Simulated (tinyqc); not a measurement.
What the excited states change: donors with valley-orbit split 1s states.

Each donor binds at most one electron, in any of its states. For a site s, W_s = sum over its states of g exp(E/kT), and the ionised share is 1/(1 + W_s exp(eta)), eta = (EF - Ec)/kT; n = Nc F_1/2(eta); neutrality n + NA = ND x (mean ionised share); holes are neglected. Nc from N = 2 (m kB T/(4 pi c))^(3/2) with c = hbar^2/2m0, in 1/angstrom^3; times 1e24 for 1/cm^3, m = md. F_j(eta) = (1/Gamma(j + 1)) integral_0^infinity x^j dx/(1 + exp(x - eta)), which tends to exp(eta) for eta << 0.

Constants: hbar^2/2m0 = 3.80998211 eV angstrom^2; kB = 8.617333262e-05 eV/K.

Inputs chosen for the exercise (near those of As in Si; not measured data):
- md = 1.042 m0 (density-of-states mass of the conduction band)
- E = (54.8, 33.8, 33.4) meV (binding energies of 1s(A1), 1s(T2), 1s(E))
- g = (2, 6, 4) (their degeneracies with spin)
- ND = 7.8e+17 1/cm^3 (donors)
- NA = 0 1/cm^3 (compensating acceptors, all ionised)

The last columns keep only the ground state of each site (g = 2).

Results:

| T (K) | effective degeneracy | eta | n (1/cm^3) | n, ground states only | ratio |
|---|---|---|---|---|---|
| 40 | 2.02 | -8.56 | 2.50e+14 | 2.51e+14 | 0.995 |
| 60 | 2.17 | -6.25 | 4.61e+15 | 4.80e+15 | 0.961 |
| 80 | 2.46 | -5.21 | 2.00e+16 | 2.21e+16 | 0.902 |
| 110 | 3.07 | -4.51 | 6.51e+16 | 7.98e+16 | 0.816 |
| 150 | 3.95 | -4.15 | 1.47e+17 | 1.98e+17 | 0.743 |
| 200 | 4.93 | -4.04 | 2.53e+17 | 3.56e+17 | 0.711 |
| 250 | 5.74 | -4.07 | 3.46e+17 | 4.84e+17 | 0.715 |
| 300 | 6.41 | -4.14 | 4.22e+17 | 5.73e+17 | 0.736 |
| 400 | 7.41 | -4.35 | 5.30e+17 | 6.72e+17 | 0.789 |
| 500 | 8.12 | -4.56 | 5.99e+17 | 7.16e+17 | 0.836 |

How do the results move, and what explains it?

The effective degeneracy grows from 2.02 to 8.12. Excited states hold electrons back, so the ratio is never above 1; it is lowest, 0.711, at 200 K of those listed, and 0.736 at 300 K. At low T the excited states empty out, and at high T more donors are ionised (n is 77 % of ND - NA in the last row), so the effect is largest in between.

Run: tinyqc, `OMP_NUM_THREADS=1 python tinyqc.py 1681689 1681690 out.jsonl`; Intel(R) Xeon(R) Processor @ 2.30GHz, one thread, shared host; about 0.01 s of CPU time with all checks.
